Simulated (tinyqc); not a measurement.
Changing the temperature T: carrier lifetime from Shockley-Read-Hall, radiative, Auger and surface recombination. Computed by tinyqc, a small Python program. Command: `OMP_NUM_THREADS=1 python tinyqc.py 3016605 3016606 out.jsonl lifetime sweep`. One thread of a shared host (Intel(R) Xeon(R) Processor @ 2.30GHz), about 0.02 s of CPU time with the checks.

Energies are counted from the top of the valence band. Boltzmann statistics, full ionisation, and equal excess densities of electrons and holes.

Inputs (values chosen for the exercise, for a model semiconductor): gap E_g = 1.46 eV; electron mass m_e = 0.0665 m_0; valleys M_c = 1; hole mass m_h = 0.632 m_0; doping N = 1.5e+18 cm^-3; trap level E_t = 0.67 eV; trap density N_t = 1.5e+13 cm^-3; electron cross-section sigma_n = 2.8e-17 cm^2; hole cross-section sigma_p = 5.1e-15 cm^2; radiative coefficient B = 2.4e-10 cm^3/s; Auger coefficient C_n = 3.8e-30 cm^6/s; Auger coefficient C_p = 3.1e-30 cm^6/s; excess density dn = 1.3e+13 cm^-3; generation rate G = 1.3e+19 cm^-3 s^-1; diffusion coefficient D = 47 cm^2/s.

Doping: p-type. Surface term: none.

Constants: m_0 = 9.1093837015e-31 kg; k_B = 1.380649e-23 J/K; h = 6.62607015e-34 J s; k_B = 8.617333262e-05 eV/K.

Method:
- N_c = 2 M_c (2 pi m_e k_B T/h^2)^(3/2) and N_v = 2 (2 pi m_h k_B T/h^2)^(3/2), masses in units of m_0.
- n_i = sqrt(N_c N_v) exp(-E_g/2 k_B T); majority density N/2 + sqrt(N^2/4 + n_i^2), minority density n_i^2 over it.
- v = sqrt(3 k_B T/m) with m_e or m_h; tau_n0 = 1/(sigma_n v_n N_t), tau_p0 = 1/(sigma_p v_p N_t); n1 = N_c exp(-(E_g - E_t)/k_B T), p1 = N_v exp(-E_t/k_B T).
- With n = n_0 + dn, p = p_0 + dn and U/dn = 1/tau: (n p - n_i^2)/dn = n_0 + p_0 + dn = s; 1/tau_SRH = s/[tau_p0 (n + n1) + tau_n0 (p + p1)]; 1/tau_rad = B s; 1/tau_Aug = (C_n n + C_p p) s; the rates add.
- Radiative efficiency = tau_eff/tau_rad; effective diffusion length = sqrt(D tau_eff).
- dn solves dn/tau_eff(dn) = G (60 bisections in ln dn between 1e-2 and 1e22 cm^-3); the splitting of the quasi-Fermi levels is k_B T ln(n p/n_i^2).

One run for each value:
```
temperature T (K)  tau_SRH at dn (s)  quasi-Fermi splitting under G (eV)  n_i (cm^-3)  effective lifetime at dn (s)
200                       6.4386e-05                              1.1631   5.1039e-01                    2.7248e-09
250                       5.7588e-05                              1.0745   3.4064e+03                    2.7248e-09
350                       4.8671e-05                              0.8898   9.0388e+07                    2.7248e-09
400                       4.5528e-05                              0.7946   2.2753e+09                    2.7248e-09
450                       4.2924e-05                              0.6977   2.8558e+10                    2.7248e-09
500                       4.0721e-05                              0.5994   2.1975e+11                    2.7248e-09
```

Give the missing row, temperature T (K) = 300.

Computed row:
```
temperature T (K)  tau_SRH at dn (s)  quasi-Fermi splitting under G (eV)  n_i (cm^-3)  effective lifetime at dn (s)
300                       5.2571e-05                              0.9832   1.2699e+06                    2.7248e-09
```

Interpolating between the two neighbouring rows (linearly) misses most in n_i (cm^-3), by a factor of 36. Over the rows, tau_SRH at dn (s) falls from 6.44e-5 to 4.07e-5 (exponent d ln y / d ln x about -0.50 throughout); quasi-Fermi splitting under G (eV) falls from 1.16 to 0.599 (exponent d ln y / d ln x -0.36 between the first rows and -1.4 between the last); n_i (cm^-3) rises from 0.510 to 2.20e11 (exponent d ln y / d ln x 39 between the first rows and 19 between the last).

Caution (rows 200, 250): the doping is near the effective density of states, where Boltzmann statistics fail and the gap narrows.
